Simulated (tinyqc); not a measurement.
Scale length and length offset from two DIBL values.

Inverse problem. DIBL = exp(-Le/(2 l)) + 2 exp(-Le/l) with Le = L - dL. Find l, dL and the drawn length for a DIBL of 100 mV/V.

DIBL at drawn lengths 24 and 37 nm (mV/V): [144.61018, 35.819766]

Solution. With e = exp(-Le/(2 l)), 2 e^2 + e = DIBL gives e and so Le/l at each length; Le/l is a straight line in L with slope 1/l.

l = 5.20 nm
dL = 1.70 nm
length for 100 mV/V = 27.3 nm

Program tinyqc, `OMP_NUM_THREADS=1 python tinyqc.py 2002081 2002082 out.jsonl`; Intel Xeon 2.30GHz, shared host, one thread, about 0.01 s.
